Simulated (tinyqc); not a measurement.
# MESFET, gradual channel with velocity saturation: effects of single changes

A uniformly doped n-type channel, depleted from the top by a Schottky gate; at channel potential V the depleted share of a is u = sqrt((Vbi - Vg + V)/Vp), s at the source. Electrons drift with v = mu E/(1 + mu E/vsat). Abrupt depletion edge, no series resistance, source at 0.

Inputs (values chosen for the exercise); material values close to those of gallium arsenide:
```
symbol,value,unit,meaning
T,325,K,temperature
eps_r,13,,relative permittivity of the semiconductor
Nc,5.03e17,cm^-3,conduction-band density of states at T
Nd,3.9e16,cm^-3,donor density of the channel
a,210,nm,channel thickness
mu,4200,cm^2/(V s),low-field mobility at this doping
vsat,1.2e7,cm/s,saturation velocity
L,5,um,gate length
W,100,um,gate width
phiB,0.61,V,Schottky barrier
Vg,0,V,gate voltage
```

Constants: q = 1.602176634e-19 C, kB = 1.380649e-23 J/K, Vt = kB T/q, eps0 = 8.8541878128e-14 F/cm where lengths are in cm. Results are converted to the units shown.

Each table varies one quantity; the others keep the values above.

## Effect of the saturation velocity on saturation

Vbi = phiB - Vt ln(Nc/Nd); Vp = q Nd a^2/(2 eps0 eps_r); G0 = q mu Nd a W/L; Z = mu Vp/(vsat L); s = sqrt((Vbi - Vg)/Vp). I = (G0 Vp/3) F/(1 + Z (u^2 - s^2)), F = 3 (u^2 - s^2) - 2 (u^3 - s^3), with u at V = Vd; Z = 0 gives constant mobility, for which u stops at 1. The current peaks at u = um, the root of (1 - u)(1 + Z (u^2 - s^2)) = Z F/3; beyond Vdsat = Vp (um^2 - s^2) it is held at that value. gm = G0 (um - s)/(1 + Z (um^2 - s^2)).

The same in every row: Isat for Z = 0 (mA) = 1.1169.

Effect of the saturation velocity on saturation:
```
vsat (cm/s),Z,um,Vdsat (V),Isat (mA),gm (mS)
3e6,3.3516,0.88535,0.39986,0.45134,1.1164
4.8e6,2.0947,0.90997,0.45278,0.56704,1.4717
7.7e6,1.3058,0.93227,0.50195,0.68433,1.8633
1.2e7,0.83789,0.95005,0.54200,0.78659,2.2325
2e7,0.50274,0.96622,0.57910,0.88652,2.6204
3.1e7,0.32435,0.97655,0.60313,0.95383,2.8980
5e7,0.20109,0.98463,0.62209,1.0084,3.1332
```

As vsat goes from 3e6 to 5e7 cm/s, Vdsat rises from 0.400 to 0.622 V, Isat rises from 0.451 to 1.01 mA and gm rises from 1.12 to 3.13 mS. Isat is 0.404 of the constant-mobility value in the first row and 0.903 in the last.

## Effect of the low-field mobility at this doping on saturation

Same model as above.

Effect of the low-field mobility at this doping on saturation:
```
mu (cm^2/(V s)),Z,um,Vdsat (V),Isat (mA),Isat for Z = 0 (mA),gm (mS)
840,0.16758,0.98699,0.62765,0.20492,0.22337,0.64101
1400,0.27930,0.97940,0.60981,0.32430,0.37228,0.99306
2300,0.45885,0.96863,0.58469,0.49394,0.61161,1.4693
3800,0.75810,0.95358,0.55006,0.73093,1.0105,2.0925
6200,1.2369,0.93462,0.50720,1.0295,1.6487,2.8180
10000,1.9950,0.91241,0.45810,1.3792,2.6592,3.5976
17000,3.3915,0.88470,0.39850,1.8155,4.5206,4.4852
```

As mu goes from 840 to 17000 cm^2/(V s), Vdsat falls from 0.628 to 0.399 V, Isat rises from 0.205 to 1.82 mA and gm rises from 0.641 to 4.49 mS. Isat is 0.917 of the constant-mobility value in the first row and 0.402 in the last.

Computed by the program tinyqc: `OMP_NUM_THREADS=1 python tinyqc.py 2500118 2500119 out.jsonl`, one thread of a shared Intel Xeon 2.30GHz, about 0.06 s for the whole run.
